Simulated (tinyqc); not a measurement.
Position of the support ring: thermal and gravitational stress in a wafer during furnace and rapid thermal processing, and the onset of slip. Computed by tinyqc, a small Python program. Command: `OMP_NUM_THREADS=1 python tinyqc.py 3028858 3028859 out.jsonl slip walk`. One thread of a shared host (Intel(R) Xeon(R) Processor @ 2.30GHz), about 0.01 s of CPU time with the checks.

A thin free disc in plane stress, isotropic; T(r) = T_centre + dT (r/R)^n with n = 2. Stress is positive in tension; sigma_SB = 5.670374419e-8 W/(m^2 K^4), g = 9.80665 m/s^2.

Inputs (values chosen for the exercise, for a model wafer):

| quantity | value | unit |
|---|---|---|
| wafer radius R | 225 | mm |
| thickness t | 925 | micrometre |
| Poisson ratio nu | 0.22 | - |
| density rho | 2330 | kg/m^3 |

Method. Own weight q = rho g t on a ring of radius b R, x = r/R: moments of an edge-supported plate, M_r = q R^2 (3 + nu)(1 - x^2)/16 and M_t = q R^2 [(3 + nu) - (1 + 3 nu) x^2]/16, less the uniform moment inside the ring load, q R^2 [(1 - nu)(1 - b^2) - 2 (1 + nu) ln b]/8; stress at the lower face = 6 M/t^2.

Stress at the lower face (MPa):

| b | centre | radial at ring | hoop at ring | largest in size |
|---|---|---|---|---|
| 0.40 | -1.2014 | -1.4430 | -1.3260 | 1.4430 |
| 0.50 | -0.6249 | -1.0024 | -0.8195 | 1.0024 |
| 0.60 | -0.1272 | -0.6708 | -0.4074 | 0.6708 |
| 0.65 | 0.1017 | -0.5363 | -0.2272 | 0.5363 |
| 0.70 | 0.3207 | -0.4192 | -0.0608 | 0.4192 |
| 0.75 | 0.5316 | -0.3178 | 0.0937 | 0.5316 |
| 0.80 | 0.7360 | -0.2304 | 0.2378 | 0.7360 |
| 0.90 | 1.1299 | -0.0932 | 0.4994 | 1.1299 |
| 1.00 | 1.5100 | 0.0000 | 0.7316 | 1.5100 |

Among these rows the largest stress is least, 0.419 MPa, for a ring at 0.7 R, 3.6 times below edge support: the overhang balances the sag of the centre. All values scale as R^2/t.

Extremes, crossings and ranges named in words are read from the listed rows.
